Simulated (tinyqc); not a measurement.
Worked calculation: inter-valley coupling by envelope functions against a chain of atomic planes. Values are carried at full precision from step to step, so a last printed digit may differ when a step is redone from the rounded ones.

Chain: E(phi) = e0 + 2 v cos(phi) + 2 u cos(2 phi), cos(phi0) = -v/(4u), e0 = 2u + v^2/(4u); plane j = 0, 1, ... has the potential V_j = dE x_j + F (j - 30) a/4 (1 MV/m = 1e-4 V/angstrom). There are 30 barrier planes a side; with y = j - 29.5, x_j = xb (f(y) + f(Nw - y)), f(y) = 1/(1 + exp(y/L)), plus any Ge added in the well. The valley splitting is the spacing of the two lowest levels. Envelope theory: F_j solves a one-valley chain with hopping -b and diagonal 2b + V_j, b = 4u sin^2(phi0), sum F_j^2 = 1; the valleys couple by Dv = sum_j F_j^2 V_j exp(-2 i phi0 j) and split by 2|Dv|.

Constants: hbar^2/2m0 = 3.80998211 eV angstrom^2.

Inputs chosen for the exercise (near those of the Delta valleys of silicon in a SiGe well; the results hold for these values, not for the real material):
```
symbol  value  unit      meaning
a       5.431  angstrom  lattice constant; planes lie a/4 apart
u       0.614  eV        second-neighbour hopping
v       0.626  eV        nearest hopping
Nw      50               planes in the well
L       0.75   planes    interface width
xb      0.26             Ge fraction of the barriers
dE      0.61   eV        offset per unit Ge fraction
F       8      MV/m      field
js      53               plane j of a Ge spike (the well starts at j = 30)
xs      0.08             Ge fraction added on that plane
```

## Valley phase, mass and the wavelengths that couple the valleys

phi0; b = 4u sin^2(phi0); mass m/m0 = c/(b (a/4)^2), c = hbar^2/2m0. A potential couples the valleys if its phase advances by 2 phi0 a plane, or, since only whole planes count, by 2 pi - 2 phi0: periods pi/phi0 and pi/(pi - phi0) planes.

phi0 = 1.82853 rad
b = 2.29644 eV
mass = 0.9000 m0

periods (planes): pi/phi0 1.7181, pi/(pi - phi0) 2.3926

longer period = 3.2485 angstrom

## The smooth well

Lowest doublet of the chain and the envelope result.

level (meV): chain 28.184, envelope 28.230

splitting (micro-eV): chain 21.6, envelope 21.2

planes covered, 1/sum F^4 = 30.66
largest F_j^2 = 0.04565

The levels agree within 0.05 meV. A graded interface has little Fourier weight at 2 phi0, so the splitting is a small remainder of cancelling terms; the envelope value is 0.98 times that of the chain.

## One plane of added Ge, to first order

F_j^2 of the smooth well on that plane = 0.02684

F_j is the envelope on plane j (sum F_j^2 = 1) and Dv the coupling of the two valleys, which split by 2|Dv|. A single plane has Fourier weight at all wavelengths: it adds dE xs F_j^2 to |Dv|, so the splitting is about 2 dE xs F_j^2 if this term rules, and the mean of the doublet rises by dE xs F_j^2.

splitting = 2620 micro-eV
rise of the mean level = 1.310 meV

The chain with the spike gives 2260 micro-eV and a rise of 1.122 meV; the envelope solved with the spike gives 2250. First order is +16 % off: the state draws back from the spike, which the envelope solved anew includes.

## Checks

- Splitting with a weak spike (0.02) on plane j = 46 from the envelope against the chain (micro-eV): both 1.04e+03.

tinyqc: `OMP_NUM_THREADS=1 python tinyqc.py 1452581 1452582 out.jsonl`; about 0.05 s, one thread, shared Intel(R) Xeon(R) Processor @ 2.30GHz.
